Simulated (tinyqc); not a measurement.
Three-phonon processes in a diatomic chain: dispersion, energy and momentum conservation, and decay channels of optical phonons: one step, computed by the program tinyqc. Command: `OMP_NUM_THREADS=1 python tinyqc.py 3120111 3120112 out.jsonl threeph walk`. One thread of a shared host (Intel(R) Xeon(R) Processor @ 2.30GHz), about 0.05 s of CPU time with the checks.

Cell length a, two atoms, one spring constant. x = q a/pi runs from -1 to 1; A and O are the acoustic and optical branches. Matrix elements are not computed: only conservation laws and occupation factors are followed.

Problem. Band edges. omega^2 = k (1/m + 1/M) -/+ k sqrt((1/m + 1/M)^2 - 4 sin^2(pi x/2)/(m M)); nu = 15.6333042 THz x sqrt(omega^2) for eV/(angstrom^2 u). Acoustic top sqrt(2 k/M), optical bottom sqrt(2 k/m), optical top sqrt(2 k (1/m + 1/M)).

Inputs (values chosen for the exercise, for a model chain): light mass m = 28.1 u; heavy mass M = 85.7 u; spring constant k = 11 eV/angstrom^2.

Constants: nu for 1 eV/(angstrom^2 u) = 15.6333042 THz.

Give: acoustic top; optical bottom; optical top; optical top over twice the acoustic top; optical bottom over twice the acoustic top; optical width over acoustic top.

Solution.

acoustic top = 7.9208 THz

optical bottom = 13.833 THz

optical top = 15.940 THz

optical top over twice the acoustic top = 1.0062

optical bottom over twice the acoustic top = 0.87319

optical width over acoustic top = 0.26604

The zone-centre optical phonon lies above twice the acoustic top (M/m > 3), so its decay into two acoustic phonons is forbidden.
